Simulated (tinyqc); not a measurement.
Inside a calculation. Method: Rayleigh-quotient iteration on a symmetric matrix. One step of it, computed by the program tinyqc.

Question. Step 2. solve (A - shift) w = v; v' = w/|w| with its largest component positive (the first on a tie); lambda = v'^T A v'; the next shift is lambda.

A:
```
           1          2          3          4          5          6
1   0.116000   0.435000   0.067000  -0.128000   0.652000  -1.407000
2   0.435000   0.829000   1.264000  -0.420000  -1.213000   0.852000
3   0.067000   1.264000   2.713000  -0.413000   0.283000   0.514000
4  -0.128000  -0.420000  -0.413000   3.155000  -0.557000   0.275000
5   0.652000  -1.213000   0.283000  -0.557000   3.192000  -0.320000
6  -1.407000   0.852000   0.514000   0.275000  -0.320000   3.609000
```

vector after step 1: -0.396971  -0.351687  0.745145  0.366488  0.149735  -0.082194

Rayleigh quotient after step 1 = 1.424221

Give: vector after step 2; Rayleigh quotient after step 2.

Answer.

vector after step 2: 0.5534  0.4709  0.2085  0.5418  0.3611  0.0673

Rayleigh quotient after step 2 = 1.4430
